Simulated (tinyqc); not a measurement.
Inside a calculation. Model: hydrogen passivation and dissociation of interface defects with a spread of activation energies. Computed by tinyqc, a small Python program that keeps every step. Command: `OMP_NUM_THREADS=1 python tinyqc.py 3019573 3019574 out.jsonl passivation walk`. One thread of a shared host (Intel(R) Xeon(R) Processor @ 2.30GHz), about 0.01 s of CPU time with the checks. Intermediate numbers are printed to about 6 digits and carried at full precision; extremes and crossings named in words are read from the listed rows.

All defects start passivated and lose hydrogen by HP -> P + H; no hydrogen is supplied. Activation energies are normally distributed.

Inputs (values chosen for the exercise, for a model interface): defect density N_0 = 5.5e+12 cm^-2; mean dissociation energy E_d = 2.83 eV; spread s_d = 0.067 eV; prefactor k_d0 = 1.9e+13 1/s; anneal temperature T = 1030 K; anneal time t = 190 s.

Ambient: vacuum.

Constants: k_B = 8.617333262e-05 eV/K.

## Sites at the mean energies

b = k_d0 exp(-E_d/k_B T); the active share of one kind of site is 1 - exp(-b t).

dissociation rate b = 0.270144 1/s

active share, single energy = 1

## A five-point average

Gauss-Hermite nodes for a unit normal variable, z = 0, +/-1.355626, +/-2.856970 with weights 0.533333, 0.222076, 0.011257; the energy is E_d + s_d z.

Nodes:
```
z            weight  energy (eV)  rate (1/s)  active share
-2.856970  0.011257      2.63858     2.33452       1.00000
-1.355626  0.222076      2.73917     0.75164       1.00000
0.000000   0.533333      2.83000     0.27014       1.00000
1.355626   0.222076      2.92083     0.09709       1.00000
2.856970   0.011257      3.02142     0.03126       0.99737
```

active share, five points = 0.999969

## Average over the spread

Full average: z from -5 to 5 in steps of 0.125 with normalised weights exp(-z^2/2), energy = mean + spread x z.

active share = 0.999967

active defects = 5.49982e+12 cm^-2

The spread changes the active share from 1.00 to 1.000.

## Isochronal anneals

The formulas are those given above.

Same time, other temperatures:
```
T (K)      b (1/s)  active share, single energy  active share, spread
700    8.01033e-08                  1.52195e-05           2.82007e-05
750    1.82806e-06                  3.47271e-04           5.93909e-04
800    2.82188e-05                  5.34722e-03           8.50458e-03
850    3.15687e-04                  5.82171e-02           8.27955e-02
900    2.70054e-03                  4.01365e-01           4.37942e-01
950    1.84298e-02                  9.69853e-01           9.05513e-01
1000   1.03796e-01                  1.00000e+00           9.98428e-01
1050   4.95851e-01                  1.00000e+00           9.99999e-01
1100   2.05484e+00                  1.00000e+00           1.00000e+00
```

Hydrogen is lost over a window: solving the same formulas, the share goes from 10 to 90 % within 94 K with the spread and 76 K without, since weakly bound sites go early and strongly bound ones late; half is lost near 906 K, where k_B T ln(k_d0 t) is about E_d.

## Isothermal kinetics

Times are decades about 1/b of the mean site. The last column is the part of the change still to come; rows stop once it is below 1e-5.

Against time:
```
t (s)  active share, single energy  active share, spread  unreacted part
0.004                  1.07999e-03           1.43494e-03        0.998565
0.04                   1.07476e-02           1.41879e-02        0.985812
0.4                    1.02424e-01           1.27730e-01        0.872270
4                      6.60601e-01           6.47690e-01        0.352310
40                     9.99980e-01           9.91994e-01        0.008006
```

A single energy finishes within about two decades of time. With the spread the unreacted part is 0.99 at 0.04 s and still 0.0080 at 40 s, where one energy leaves 2.0e-5: a width of s/k_B T = 0.75 in ln(rate) stretches the decay only mildly.

Checks made by the program: the average on a grid twice as fine (relative difference 1e-08).
